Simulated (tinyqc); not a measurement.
Worked calculation: MP2 on RHF in the sto-6g basis, for H6, spin multiplicity 1. Computed by tinyqc, a small Python program that keeps every step (integrals from PySCF). Settings: charge = 0, multiplicity = 1, basis = sto-6g, method = RHF, energy threshold = 1e-10, iteration cap = 66, orthogonalisation = symmetric, start = core, DIIS depth = 6. Command: `OMP_NUM_THREADS=1 python tinyqc.py 26741 26742 out.jsonl` (the two numbers bound the seeds that draw the settings). One thread of a shared host (Intel(R) Xeon(R) Processor @ 2.60GHz), about 0.1 s of CPU time with the checks. The early iterations of the SCF are left out here.

## One-electron integrals

Geometry (angstrom):
```
atom       x       y       z
H     0.0000  0.0000  0.0000
H     0.0000  0.0000  0.8810
H     0.0000  0.0000  2.3240
H     0.0000  0.0000  3.2060
H     0.0000  0.0000  4.6490
H     0.0000  0.0000  5.5300
```

Basis sto-6g: exponents (1/bohr^2) and contraction coefficients of normalised primitives:
```
element  l (shell)  exponent  coefficient
H            s (1)   35.5232       0.0092
H            s (1)    6.5131       0.0494
H            s (1)    1.8221       0.1685
H            s (1)    0.6260       0.3706
H            s (1)    0.2431       0.4165
H            s (1)    0.1001       0.1303
```

Overlap, kinetic and nuclear-attraction integrals over the contracted functions; the nuclear repulsion is the sum of Za Zb / Rab.

nuclear repulsion = 4.239234 hartree

overlap S, order 1H 1s, 2H 1s, 3H 1s, 4H 1s, 5H 1s, 6H 1s:
$$\begin{pmatrix}
1.0000 & 0.5691 & 0.0705 & 0.0149 & 0.0008 & 0.0001 \\
0.5691 & 1.0000 & 0.2786 & 0.0703 & 0.0051 & 0.0008 \\
0.0705 & 0.2786 & 1.0000 & 0.5685 & 0.0703 & 0.0149 \\
0.0149 & 0.0703 & 0.5685 & 1.0000 & 0.2786 & 0.0705 \\
0.0008 & 0.0051 & 0.0703 & 0.2786 & 1.0000 & 0.5691 \\
0.0001 & 0.0008 & 0.0149 & 0.0705 & 0.5691 & 1.0000
\end{pmatrix}$$

kinetic energy T (hartree), order 1H 1s, 2H 1s, 3H 1s, 4H 1s, 5H 1s, 6H 1s:
$$\begin{pmatrix}
0.7685 & 0.1604 & -0.0114 & -0.0043 & -0.0004 & -0.0001 \\
0.1604 & 0.7685 & 0.0149 & -0.0114 & -0.0018 & -0.0004 \\
-0.0114 & 0.0149 & 0.7685 & 0.1599 & -0.0114 & -0.0043 \\
-0.0043 & -0.0114 & 0.1599 & 0.7685 & 0.0149 & -0.0114 \\
-0.0004 & -0.0018 & -0.0114 & 0.0149 & 0.7685 & 0.1604 \\
-0.0001 & -0.0004 & -0.0043 & -0.0114 & 0.1604 & 0.7685
\end{pmatrix}$$

nuclear attraction V (hartree), order 1H 1s, 2H 1s, 3H 1s, 4H 1s, 5H 1s, 6H 1s:
$$\begin{pmatrix}
-2.4128 & -1.3662 & -0.1541 & -0.0320 & -0.0017 & -0.0002 \\
-1.3662 & -2.6573 & -0.6465 & -0.1601 & -0.0109 & -0.0017 \\
-0.1541 & -0.6465 & -2.7952 & -1.5040 & -0.1601 & -0.0320 \\
-0.0320 & -0.1601 & -1.5040 & -2.7952 & -0.6465 & -0.1541 \\
-0.0017 & -0.0109 & -0.1601 & -0.6465 & -2.6573 & -1.3662 \\
-0.0002 & -0.0017 & -0.0320 & -0.1541 & -1.3662 & -2.4128
\end{pmatrix}$$

core Hamiltonian H = T + V (hartree), order 1H 1s, 2H 1s, 3H 1s, 4H 1s, 5H 1s, 6H 1s:
$$\begin{pmatrix}
-1.6443 & -1.2058 & -0.1655 & -0.0363 & -0.0021 & -0.0003 \\
-1.2058 & -1.8888 & -0.6316 & -0.1715 & -0.0127 & -0.0021 \\
-0.1655 & -0.6316 & -2.0267 & -1.3441 & -0.1715 & -0.0363 \\
-0.0363 & -0.1715 & -1.3441 & -2.0267 & -0.6316 & -0.1655 \\
-0.0021 & -0.0127 & -0.1715 & -0.6316 & -1.8888 & -1.2058 \\
-0.0003 & -0.0021 & -0.0363 & -0.1655 & -1.2058 & -1.6443
\end{pmatrix}$$

## Two-electron integrals

Functions are numbered as in S; the eight-fold symmetry (ij|kl) = (ji|kl) = (kl|ij) leaves the list below.

Two-electron integrals (ij|kl) in chemists' order, unique and non-zero (hartree):
```
(11|11) 0.7750     (21|11) 0.3676     (21|21) 0.2136     (22|11) 0.5184
(22|21) 0.3676     (22|22) 0.7750     (31|11) 0.0301     (31|21) 0.0195
(31|22) 0.0388     (31|31) 0.0024     (32|11) 0.0927     (32|21) 0.0675
(32|22) 0.1517     (32|31) 0.0098     (32|32) 0.0446     (33|11) 0.2275
(33|21) 0.1604     (33|22) 0.3580     (33|31) 0.0301     (33|32) 0.1517
(33|33) 0.7750     (41|11) 0.0052     (41|21) 0.0034     (41|22) 0.0069
(41|31) 4.48e-04   (41|32) 0.0019     (41|33) 0.0069     (41|41) 9.08e-05
(42|11) 0.0192     (42|21) 0.0136     (42|22) 0.0300     (42|31) 0.0021
(42|32) 0.0098     (42|33) 0.0387     (42|41) 4.47e-04   (42|42) 0.0024
(43|11) 0.1093     (43|21) 0.0746     (43|22) 0.1602     (43|31) 0.0136
(43|32) 0.0674     (43|33) 0.3671     (43|41) 0.0034     (43|42) 0.0195
(43|43) 0.2131     (44|11) 0.1651     (44|21) 0.1094     (44|22) 0.2274
(44|31) 0.0192     (44|32) 0.0927     (44|33) 0.5181     (44|41) 0.0052
(44|42) 0.0300     (44|43) 0.3671     (44|44) 0.7750     (51|11) 2.17e-04
(51|21) 1.46e-04   (51|22) 3.01e-04   (51|31) 2.09e-05   (51|32) 9.32e-05
(51|33) 3.67e-04   (51|41) 4.54e-06   (51|42) 2.34e-05   (51|43) 2.01e-04
(51|44) 3.42e-04   (51|51) 2.52e-07   (52|11) 0.0011     (52|21) 0.0007
(52|22) 0.0016     (52|31) 1.17e-04   (52|32) 0.0005     (52|33) 0.0023
(52|41) 2.67e-05   (52|42) 1.43e-04   (52|43) 0.0013     (52|44) 0.0023
(52|51) 1.56e-06   (52|52) 1.00e-05   (53|11) 0.0109     (53|21) 0.0072
(53|22) 0.0149     (53|31) 0.0012     (53|32) 0.0058     (53|33) 0.0300
(53|41) 3.12e-04   (53|42) 0.0018     (53|43) 0.0195     (53|44) 0.0387
(53|51) 2.09e-05   (53|52) 1.43e-04   (53|53) 0.0024     (54|11) 0.0378
(54|21) 0.0243     (54|22) 0.0489     (54|31) 0.0039     (54|32) 0.0183
(54|33) 0.0927     (54|41) 0.0010     (54|42) 0.0058     (54|43) 0.0674
(54|44) 0.1517     (54|51) 7.70e-05   (54|52) 0.0005     (54|53) 0.0098
(54|54) 0.0446     (55|11) 0.1138     (55|21) 0.0717     (55|22) 0.1404
(55|31) 0.0109     (55|32) 0.0489     (55|33) 0.2274     (55|41) 0.0027
(55|42) 0.0149     (55|43) 0.1602     (55|44) 0.3580     (55|51) 2.17e-04
(55|52) 0.0016     (55|53) 0.0300     (55|54) 0.1517     (55|55) 0.7750
(61|11) 2.46e-05   (61|21) 1.66e-05   (61|22) 3.48e-05   (61|31) 2.56e-06
(61|32) 1.17e-05   (61|33) 4.92e-05   (61|41) 5.79e-07   (61|42) 3.06e-06
(61|43) 2.80e-05   (61|44) 4.92e-05   (61|51) 3.39e-08   (61|52) 2.16e-07
(61|53) 3.06e-06   (61|54) 1.17e-05   (61|55) 3.48e-05   (62|11) 1.51e-04
(62|21) 1.02e-04   (62|22) 2.17e-04   (62|31) 1.65e-05   (62|32) 7.70e-05
(62|33) 3.42e-04   (62|41) 3.87e-06   (62|42) 2.09e-05   (62|43) 2.01e-04
(62|44) 3.67e-04   (62|51) 2.38e-07   (62|52) 1.56e-06   (62|53) 2.34e-05
(62|54) 9.32e-05   (62|55) 3.01e-04   (62|61) 3.39e-08   (62|62) 2.52e-07
(63|11) 0.0021     (63|21) 0.0014     (63|22) 0.0027     (63|31) 2.22e-04
(63|32) 0.0010     (63|33) 0.0052     (63|41) 5.63e-05   (63|42) 3.12e-04
(63|43) 0.0034     (63|44) 0.0069     (63|51) 3.87e-06   (63|52) 2.67e-05
(63|53) 4.47e-04   (63|54) 0.0019     (63|55) 0.0069     (63|61) 5.79e-07
(63|62) 4.54e-06   (63|63) 9.08e-05   (64|11) 0.0087     (64|21) 0.0055
(64|22) 0.0109     (64|31) 0.0009     (64|32) 0.0039     (64|33) 0.0192
(64|41) 2.22e-04   (64|42) 0.0012     (64|43) 0.0136     (64|44) 0.0301
(64|51) 1.65e-05   (64|52) 1.17e-04   (64|53) 0.0021     (64|54) 0.0098
(64|55) 0.0388     (64|61) 2.56e-06   (64|62) 2.09e-05   (64|63) 4.48e-04
(64|64) 0.0024     (65|11) 0.0593     (65|21) 0.0370     (65|22) 0.0717
(65|31) 0.0055     (65|32) 0.0243     (65|33) 0.1094     (65|41) 0.0014
(65|42) 0.0072     (65|43) 0.0746     (65|44) 0.1604     (65|51) 1.02e-04
(65|52) 0.0007     (65|53) 0.0136     (65|54) 0.0675     (65|55) 0.3676
(65|61) 1.66e-05   (65|62) 1.46e-04   (65|63) 0.0034     (65|64) 0.0195
(65|65) 0.2136     (66|11) 0.0957     (66|21) 0.0593     (66|22) 0.1138
(66|31) 0.0087     (66|32) 0.0378     (66|33) 0.1651     (66|41) 0.0021
(66|42) 0.0109     (66|43) 0.1093     (66|44) 0.2275     (66|51) 1.51e-04
(66|52) 0.0011     (66|53) 0.0192     (66|54) 0.0927     (66|55) 0.5184
(66|61) 2.46e-05   (66|62) 2.17e-04   (66|63) 0.0052     (66|64) 0.0301
(66|65) 0.3676     (66|66) 0.7750
```

## Orthogonalisation

S = U s U^T; symmetric (Loewdin) form X = U s^(-1/2) U^T, so that X^T S X = 1.

eigenvalues of S: [0.3074, 0.4009, 0.5231, 1.2828, 1.5957, 1.8900]

X, order 1H 1s, 2H 1s, 3H 1s, 4H 1s, 5H 1s, 6H 1s:
$$\begin{pmatrix}
1.1650 & -0.3755 & 0.0437 & -0.0128 & 0.0017 & -0.0005 \\
-0.3755 & 1.2074 & -0.1920 & 0.0452 & -0.0053 & 0.0017 \\
0.0437 & -0.1920 & 1.2113 & -0.3882 & 0.0452 & -0.0128 \\
-0.0128 & 0.0452 & -0.3882 & 1.2113 & -0.1920 & 0.0437 \\
0.0017 & -0.0053 & 0.0452 & -0.1920 & 1.2074 & -0.3755 \\
-0.0005 & 0.0017 & -0.0128 & 0.0437 & -0.3755 & 1.1650
\end{pmatrix}$$

## Starting guess

The start is the orbitals of the core Hamiltonian; D = 2 C_occ C_occ^T.

D at the start, order 1H 1s, 2H 1s, 3H 1s, 4H 1s, 5H 1s, 6H 1s:
$$\begin{pmatrix}
0.1959 & 0.4758 & -0.0123 & -0.1743 & 0.0737 & 0.0515 \\
0.4758 & 1.1797 & 0.0944 & -0.3568 & 0.0597 & 0.0737 \\
-0.0123 & 0.0944 & 0.7588 & 0.5770 & -0.3568 & -0.1743 \\
-0.1743 & -0.3568 & 0.5770 & 0.7588 & 0.0944 & -0.0123 \\
0.0737 & 0.0597 & -0.3568 & 0.0944 & 1.1797 & 0.4758 \\
0.0515 & 0.0737 & -0.1743 & -0.0123 & 0.4758 & 0.1959
\end{pmatrix}$$

## Iteration 6 (converged): orbitals

converged F (hartree), order 1H 1s, 2H 1s, 3H 1s, 4H 1s, 5H 1s, 6H 1s:
$$\begin{pmatrix}
-0.3005 & -0.5334 & -0.0898 & -0.0096 & 0.0000 & -0.0019 \\
-0.5334 & -0.3284 & -0.2193 & -0.0895 & -0.0070 & 0.0000 \\
-0.0898 & -0.2193 & -0.3304 & -0.5362 & -0.0895 & -0.0096 \\
-0.0096 & -0.0895 & -0.5362 & -0.3304 & -0.2193 & -0.0898 \\
0.0000 & -0.0070 & -0.0895 & -0.2193 & -0.3284 & -0.5334 \\
-0.0019 & 0.0000 & -0.0096 & -0.0898 & -0.5334 & -0.3005
\end{pmatrix}$$

Diagonalise F' = X^T F X, C = X C', fill 3 alpha and 3 beta electrons from the bottom; D = 2 C_occ C_occ^T. Each column has its largest component positive (the first on a tie).

F' = X^T F X (hartree):
$$\begin{pmatrix}
0.0099 & -0.5482 & 0.0533 & -0.0062 & 0.0029 & -0.0034 \\
-0.5482 & 0.0384 & -0.2181 & 0.0552 & -0.0064 & 0.0029 \\
0.0533 & -0.2181 & 0.0429 & -0.5630 & 0.0552 & -0.0062 \\
-0.0062 & 0.0552 & -0.5630 & 0.0429 & -0.2181 & 0.0533 \\
0.0029 & -0.0064 & 0.0552 & -0.2181 & 0.0384 & -0.5482 \\
-0.0034 & 0.0029 & -0.0062 & 0.0533 & -0.5482 & 0.0099
\end{pmatrix}$$

orbital energies (hartree): MO1 -0.6130, MO2 -0.5422, MO3 -0.4536, MO4 0.3667, MO5 0.5849, MO6 0.8395

coefficients C, order 1H 1s, 2H 1s, 3H 1s, 4H 1s, 5H 1s, 6H 1s:
$$\begin{pmatrix}
0.2180 & 0.3851 & -0.3585 & -0.5838 & -0.7565 & 0.5127 \\
0.2710 & 0.4028 & -0.2903 & 0.4351 & 0.8033 & -0.6950 \\
0.3791 & 0.0593 & 0.4221 & 0.6524 & -0.1676 & 0.9380 \\
0.3791 & -0.0593 & 0.4221 & -0.6524 & -0.1676 & -0.9380 \\
0.2710 & -0.4028 & -0.2903 & -0.4351 & 0.8033 & 0.6950 \\
0.2180 & -0.3851 & -0.3585 & 0.5838 & -0.7565 & -0.5127
\end{pmatrix}$$

D after iteration 6, order 1H 1s, 2H 1s, 3H 1s, 4H 1s, 5H 1s, 6H 1s:
$$\begin{pmatrix}
0.6487 & 0.6366 & -0.0916 & -0.1830 & 0.0161 & 0.0556 \\
0.6366 & 0.6400 & 0.0082 & -0.0874 & -0.0090 & 0.0161 \\
-0.0916 & 0.0082 & 0.6508 & 0.6367 & -0.0874 & -0.1830 \\
-0.1830 & -0.0874 & 0.6367 & 0.6508 & 0.0082 & -0.0916 \\
0.0161 & -0.0090 & -0.0874 & 0.0082 & 0.6400 & 0.6366 \\
0.0556 & 0.0161 & -0.1830 & -0.0916 & 0.6366 & 0.6487
\end{pmatrix}$$

## Convergence

Stop when the energy changes by less than 1e-10 hartree and every element of the error matrix X^T (F D S - S D F) X is below 3e-06.

Course of the cycle:
```
iteration  E (hartree)     change  largest element of the error matrix
1            -3.062233          -                             3.94e-01
2            -3.290480  -2.28e-01                             2.04e-02
3            -3.291708  -1.23e-03                             4.64e-03
4            -3.291763  -5.49e-05                             3.30e-05
5            -3.291763  -2.29e-09                             1.55e-06
6            -3.291763  -3.85e-12                             3.14e-08
```

PySCF RHF in the same basis = -3.291763 hartree

Converged in 6 iterations.

## Populations, bond orders and dipole

Mulliken: Z minus the diagonal of D S on the atom; Loewdin: the same with S^(1/2) D S^(1/2); Mayer order: 2 sum_s sum (D(s) S)_ij (D(s) S)_ji over the two atoms.

Charges (e):
```
atom  Mulliken   Loewdin
1H     -0.0019   -0.0073
2H      0.0016    0.0070
3H    3.03e-04  3.28e-04
4H    3.03e-04  3.28e-04
5H      0.0016    0.0070
6H     -0.0019   -0.0073
```

Mayer bond orders:
```
pair      order
2-1      0.9677
3-1     -0.0009
3-2      0.0329
4-1      0.0307
4-2     -0.0009
4-3      0.9383
5-1   -3.27e-05
5-2    3.90e-04
5-3     -0.0009
5-4      0.0329
6-1      0.0026
6-2   -3.27e-05
6-3      0.0307
6-4     -0.0009
6-5      0.9677
```

dipole moment about the origin, x y z (debye): [0.0000, 0.0000, 0.0000]

## Integrals over molecular orbitals

(pq|rs) = sum C_ip C_jq C_kr C_ls (ij|kl), one index at a time.

one-electron integrals over orbitals h = C^T H C (hartree):
$$\begin{pmatrix}
-2.0871 & 0.0000 & -0.1239 & 0.0000 & -0.0706 & 0.0000 \\
0.0000 & -1.9038 & 0.0000 & -0.1301 & 0.0000 & 0.0616 \\
-0.1239 & 0.0000 & -1.9314 & 0.0000 & 0.1190 & 0.0000 \\
0.0000 & -0.1301 & 0.0000 & -1.5146 & 0.0000 & -0.1337 \\
-0.0706 & 0.0000 & 0.1190 & 0.0000 & -1.2594 & 0.0000 \\
0.0000 & 0.0616 & 0.0000 & -0.1337 & 0.0000 & -1.2111
\end{pmatrix}$$

Two-electron integrals over orbitals (pq|rs), unique and non-zero (hartree):
```
(11|11) 0.3870      (21|21) 0.1278      (22|11) 0.3051      (22|22) 0.3783
(31|11) 0.0786      (31|22) -0.0672     (31|31) 0.1380      (32|21) -0.1289
(32|32) 0.1433      (33|11) 0.3714      (33|22) 0.3222      (33|31) 0.0509
(33|33) 0.3720      (41|21) 0.0290      (41|32) 0.0013      (41|41) 0.0804
(42|11) 0.0439      (42|22) -0.0067     (42|31) 0.0422      (42|33) 0.0151
(42|42) 0.0635      (43|21) 0.0500      (43|32) -0.0478     (43|41) 0.0178
(43|43) 0.0697      (44|11) 0.3675      (44|22) 0.3194      (44|31) 0.0470
(44|33) 0.3606      (44|42) 0.0215      (44|44) 0.3728      (51|11) 0.0092
(51|22) 0.0214      (51|31) -0.0168     (51|33) -0.0064     (51|42) 0.0425
(51|44) 0.0006      (51|51) 0.0470      (52|21) 0.0144      (52|32) 0.0062
(52|41) 0.0554      (52|43) -0.0405     (52|52) 0.0913      (53|11) -0.0520
(53|22) 0.0007      (53|31) -0.0458     (53|33) -0.0272     (53|42) -0.0616
(53|44) -0.0235     (53|51) -0.0395     (53|53) 0.0653      (54|21) 0.1273
(54|32) -0.1372     (54|41) 0.0049      (54|43) 0.0491      (54|52) -0.0052
(54|54) 0.1459      (55|11) 0.3150      (55|22) 0.3793      (55|31) -0.0591
(55|33) 0.3296      (55|42) -0.0034     (55|44) 0.3370      (55|51) 0.0219
(55|53) -3.10e-04   (55|55) 0.4001      (61|21) 0.0023      (61|32) 0.0092
(61|41) 0.0285      (61|43) 0.0561      (61|52) -0.0339     (61|54) -0.0068
(61|61) 0.0670      (62|11) -0.0157     (62|22) -0.0269     (62|31) 0.0146
(62|33) -0.0036     (62|42) -0.0408     (62|44) -0.0018     (62|51) -0.0447
(62|53) 0.0426      (62|55) -0.0259     (62|62) 0.0467      (63|21) 0.0334
(63|32) -0.0062     (63|41) 0.0789      (63|43) 0.0198      (63|52) 0.0561
(63|54) 0.0054      (63|61) 0.0284      (63|63) 0.0837      (64|11) 0.0798
(64|22) -0.0607     (64|31) 0.1326      (64|33) 0.0515      (64|42) 0.0442
(64|44) 0.0517      (64|51) -0.0140     (64|53) -0.0466     (64|55) -0.0629
(64|62) 0.0134      (64|64) 0.1419      (65|21) -0.1302     (65|32) 0.1321
(65|41) -0.0305     (65|43) -0.0530     (65|52) -0.0149     (65|54) -0.1374
(65|61) -0.0035     (65|63) -0.0366     (65|65) 0.1443      (66|11) 0.4084
(66|22) 0.3223      (66|31) 0.0834      (66|33) 0.3933      (66|42) 0.0485
(66|44) 0.3986      (66|51) 0.0111      (66|53) -0.0574     (66|55) 0.3418
(66|62) -0.0179     (66|64) 0.0904      (66|66) 0.4520
```

## Second-order Moller-Plesset energy

Hartree-Fock energy = -3.291763 hartree

E2 = sum_ijab (ia|jb) [2 (ia|jb) - (ib|ja)] / (e_i + e_j - e_a - e_b) over occupied i, j and virtual a, b; the opposite-spin part is (ia|jb)^2 / denominator, the rest is same-spin, and SCS-MP2 scales them by 6/5 and 1/3.

Terms (the 40 largest of 41):
```
i  j  a  b  (ia|jb)  (ib|ja)  denominator       term
2  2  5  5   0.0913   0.0913      -2.2541    -0.0037
3  1  6  4   0.0789   0.0561      -2.2727    -0.0035
1  3  4  6   0.0789   0.0561      -2.2727    -0.0035
1  1  4  4   0.0804   0.0804      -1.9593    -0.0033
3  3  4  4   0.0697   0.0697      -1.6406    -0.0030
3  3  6  6   0.0837   0.0837      -2.5861    -0.0027
2  3  4  5  -0.0616  -0.0405      -1.9473    -0.0026
3  2  5  4  -0.0616  -0.0405      -1.9473    -0.0026
2  2  4  4   0.0635   0.0635      -1.8177    -0.0022
3  3  5  5   0.0653   0.0653      -2.0770    -0.0021
2  1  5  4   0.0554   0.0425      -2.1067    -0.0018
1  2  4  5   0.0554   0.0425      -2.1067    -0.0018
2  3  5  6   0.0561   0.0426      -2.4201    -0.0016
3  2  6  5   0.0561   0.0426      -2.4201    -0.0016
1  1  6  6   0.0670   0.0670      -2.9049    -0.0015
2  1  6  5  -0.0447  -0.0339      -2.5795    -0.0010
1  2  5  6  -0.0447  -0.0339      -2.5795    -0.0010
1  1  5  5   0.0470   0.0470      -2.3957    -0.0009
1  3  6  4   0.0561   0.0789      -2.2727    -0.0008
3  1  4  6   0.0561   0.0789      -2.2727    -0.0008
2  2  6  6   0.0467   0.0467      -2.7633    -0.0008
2  2  6  4  -0.0408  -0.0408      -2.2905    -0.0007
2  2  4  6  -0.0408  -0.0408      -2.2905    -0.0007
3  1  5  5  -0.0395  -0.0395      -2.2363    -0.0007
1  3  5  5  -0.0395  -0.0395      -2.2363    -0.0007
1  2  5  4   0.0425   0.0554      -2.1067    -0.0006
2  1  4  5   0.0425   0.0554      -2.1067    -0.0006
3  2  5  6   0.0426   0.0561      -2.4201    -0.0005
2  3  6  5   0.0426   0.0561      -2.4201    -0.0005
3  2  4  5  -0.0405  -0.0616      -1.9473  -4.02e-04
2  3  5  4  -0.0405  -0.0616      -1.9473  -4.02e-04
1  1  4  6   0.0285   0.0285      -2.4321  -3.34e-04
1  1  6  4   0.0285   0.0285      -2.4321  -3.34e-04
1  2  6  5  -0.0339  -0.0447      -2.5795  -3.02e-04
2  1  5  6  -0.0339  -0.0447      -2.5795  -3.02e-04
3  1  6  6   0.0284   0.0284      -2.7455  -2.95e-04
1  3  6  6   0.0284   0.0284      -2.7455  -2.95e-04
3  3  6  4   0.0198   0.0198      -2.1134  -1.85e-04
3  3  4  6   0.0198   0.0198      -2.1134  -1.85e-04
1  3  4  4   0.0178   0.0178      -1.7999  -1.76e-04
```

Pair energies (hartree; pair i-j sums ij and ji):
```
pair  opposite spin  same spin
1-1         -0.0064          0
2-1         -0.0071  -2.51e-04
2-2         -0.0082          0
3-1         -0.0106  -4.56e-04
3-2         -0.0097    -0.0006
3-3         -0.0081          0
```

MP2 correlation energy = -0.051349 hartree

SCS-MP2 correlation energy = -0.060475 hartree

MP2 total energy = -3.343112 hartree
